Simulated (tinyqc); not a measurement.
Worked calculation: defect-molecule model of a vacancy with Jahn-Teller distortion. Values are carried at full precision from step to step, so a last printed digit may differ when a step is redone from the rounded ones.

Four dangling hybrids a, b, c, d point into the vacancy: H_ii = E0, and -gm between any two. A tetragonal distortion Q pairs a with b and c with d: those two couplings become -gm - I Q and the other four -gm + I Q/2, at an elastic cost k Q^2/2. The a1 level holds two electrons; charge states 2+, + and 0 put n = 0, 1, 2 more into the lowest level of t2 origin. Energy from the 2+ state at Q = 0, with the Fermi level mu counted from Ev: W_n(Q) = n (et - 2 I Q) + k Q^2/2 + Uc n (n - 1)/2 - n mu. et = E0 + gm is the undistorted t2 level.

Values chosen for the exercise (of the size used for the vacancy in silicon; not measured data): E0 = -0.11 eV (level of a dangling hybrid, from Ev); gm = 0.39 eV (coupling between two dangling hybrids); I = 1.04 eV/angstrom (Jahn-Teller coupling); k = 16.4 eV/angstrom^2 (force constant of the mode); Uc = 0.16 eV (repulsion of two electrons in one orbital); Q = 0.05 angstrom (a trial distortion).

## The molecule at a trial distortion

Fill in H at Q.

H (eV), lower triangle:
```
         a        b        c        d
a  -0.1100
b  -0.4420  -0.1100
c  -0.3640  -0.3640  -0.1100
d  -0.3640  -0.3640  -0.4420  -0.1100
```

## One-electron levels

Diagonalise. By symmetry: a + b + c + d at E0 - 3 gm, a + b - c - d at E0 + gm - 2 I Q, and the pair a - b, c - d at E0 + gm + I Q.

levels (eV): -1.2800  0.1760  0.3320  0.3320

The t2 triplet has split by 3 I Q = 0.1560 eV, and its centre has stayed.

## Relaxed charge states

Minimise W_n over Q: Q_n = 2 n I/k, gain n^2 E_JT with E_JT = 2 I^2/k. W_n at mu = 0 is n et - n^2 E_JT + Uc n (n - 1)/2.

E_JT = 0.1319 eV

States:
```
n  charge  Q_n (angstrom)  gain (eV)  W_n (eV)
0      2+          0.0000     0.0000    0.0000
1       +          0.1268     0.1319    0.1481
2       0          0.2537     0.5276    0.1924
```

## Transition levels and the effective U

From the energies W_n of the relaxed states with n = 0, 1, 2 electrons: E(2+/+) = W1 - W0, E(+/0) = W2 - W1, U_eff = E(+/0) - E(2+/+), E(2+/0) = (W2 - W0)/2.

levels above Ev (eV): (2+/+) 0.1481, (+/0) 0.0443, (2+/0) 0.0962

U_eff = -0.1038 eV

U_eff < 0: the second electron is bound more strongly than the first, the + state is never the lowest, and the charge changes by two at 0.0962 eV.

## Vertical against thermal levels

At fixed Q the level for adding the first electron is et - 2 I Q. Capture into 2+ at Q0 = 0 costs et; removal from + at Q1 = 2 I/k takes place at et - 2 E_JT, E_JT = 2 I^2/k; the thermal level lies between, and the Franck-Condon shift is E_JT on each side. et = E0 + gm.

levels (eV): vertical at Q0 0.2800, thermal 0.1481, vertical at Q1 0.0162

Stokes shift = 0.2638 eV

## Checks

- W2 from the formula against a numerical minimum over Q with the level from H(Q): both 0.19239.

(tinyqc, `OMP_NUM_THREADS=1 python tinyqc.py 1481083 1481084 out.jsonl`, Intel(R) Xeon(R) Processor @ 2.30GHz, 1 thread, shared host, about 0.01 s.)
